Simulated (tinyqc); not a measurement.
Schottky barrier on an n-type semiconductor, non-linear Poisson equation by Newton steps: one step of the calculation.

One dimension, metal at x = 0, donor density C(x) = Nd, uniform. Energies are counted from the electron Fermi level of the semiconductor and the conduction-band edge is Ec = -psi, so n = Nc exp(psi/Vt); holes follow the Fermi level of the metal, at -V, so p = Nv exp((V - psi - Eg)/Vt). Ends: psi(0) = V - phiB and psi = Vt ln(Nd/Nc) deep inside. Boltzmann statistics, full ionisation, no current, no image force in the Poisson equation.

Task. Densities, residual and Jacobian diagonal. n_i = Nc exp(psi_i/Vt), p_i = Nv exp((V - psi_i - Eg)/Vt), rho_i = p_i - n_i + C_i, g_i = (n_i + p_i)/Vt. Box widths w_i = (h_(i-1) + h_i)/2 in cm. Residual F_i = a_i (psi_(i+1) - psi_i) - a_(i-1) (psi_i - psi_(i-1)) + q rho_i w_i; Jacobian: a_(i-1) and a_i beside the diagonal, b_i = -a_(i-1) - a_i - q g_i w_i on it. The two end nodes are fixed.

Values chosen for this exercise; band and dielectric values close to those of 4H silicon carbide: temperature T = 250 K; band gap Eg = 3.27 eV; conduction-band density of states at T Nc = 1.32e19 cm^-3; valence-band density of states at T Nv = 1.9e19 cm^-3; bias of the metal against the semiconductor V = -5 V.

Constants: q = 1.602176634e-19 C, kB = 1.380649e-23 J/K, Vt = kB T/q. Results are converted to the units shown.

| node | x (nm) | psi after iteration 1 (V) | donor density C (cm^-3) |
|---|---|---|---|
| 0 | 0 | -6.2300000 | 7.8e17 |
| 1 | 5.3 | -5.5388636 | 7.8e17 |
| 2 | 11.2 | -4.8178100 | 7.8e17 |
| 3 | 17.9 | -4.0607233 | 7.8e17 |
| 4 | 25.4 | -3.2911222 | 7.8e17 |
| 5 | 33.8 | -2.5268421 | 7.8e17 |
| 6 | 43.2 | -1.7939384 | 7.8e17 |
| 7 | 53.7 | -1.1280757 | 7.8e17 |
| 8 | 65.6 | -0.5683682 | 7.8e17 |
| 9 | 78.9 | -0.1879171 | 7.8e17 |
| 10 | 93.8 | -0.0681512 | 7.8e17 |
| 11 | 110 | -0.0612797 | 7.8e17 |
| 12 | 129 | -0.0609515 | 7.8e17 |
| 13 | 150 | -0.0609395 | 7.8e17 |
| 14 | 174 | -0.0609392 | 7.8e17 |

| interval | coupling a_i (F/cm^2) |
|---|---|
| 0 | 1.6121304e-6 |
| 1 | 1.4481850e-6 |
| 2 | 1.2752673e-6 |
| 3 | 1.1392388e-6 |
| 4 | 1.0171775e-6 |
| 5 | 9.0896715e-7 |
| 6 | 8.1374202e-7 |
| 7 | 7.1800767e-7 |
| 8 | 6.4242791e-7 |
| 9 | 5.7344237e-7 |
| 10 | 5.2742539e-7 |
| 11 | 4.4969954e-7 |
| 12 | 4.0687101e-7 |
| 13 | 3.5601213e-7 |

Find: n; p; residual F; diagonal b.

Result.

| node | n (cm^-3) | p (cm^-3) |
|---|---|---|
| 0 | 3.38e-107 | 1.43e-22 |
| 1 | 2.90e-93 | 1.67e-36 |
| 2 | 9.95e-79 | 4.85e-51 |
| 3 | 1.82e-63 | 2.65e-66 |
| 4 | 5.95e-48 | 8.11e-82 |
| 5 | 1.52e-32 | 3.18e-97 |
| 6 | 9.04e-18 | 5.33e-112 |
| 7 | 2.40e-4 | 2.01e-125 |
| 8 | 4.60e7 | 1.05e-136 |
| 9 | 2.15e15 | 2.24e-144 |
| 10 | 5.58e17 | 8.64e-147 |
| 11 | 7.68e17 | 6.28e-147 |
| 12 | 7.80e17 | 6.19e-147 |
| 13 | 7.80e17 | 6.19e-147 |
| 14 | 7.80e17 | 6.19e-147 |

| node | residual F (1e-9 C/cm^2) | diagonal b (F/cm^2) |
|---|---|---|
| 1 | 0.00 | -3.06e-6 |
| 2 | 0.00 | -2.72e-6 |
| 3 | 0.00 | -2.41e-6 |
| 4 | 0.00 | -2.16e-6 |
| 5 | 0.00 | -1.93e-6 |
| 6 | 0.00 | -1.72e-6 |
| 7 | 0.00 | -1.53e-6 |
| 8 | 0.00 | -1.36e-6 |
| 9 | -0.01 | -1.24e-6 |
| 10 | -9.77 | -7.55e-6 |
| 11 | -0.03 | -1.10e-5 |
| 12 | 0.00 | -1.25e-5 |
| 13 | 0.00 | -1.38e-5 |

tinyqc, about 0.07 s, one thread, Intel Xeon 2.30GHz (shared host): `OMP_NUM_THREADS=1 python tinyqc.py 2020127 2020128 out.jsonl`
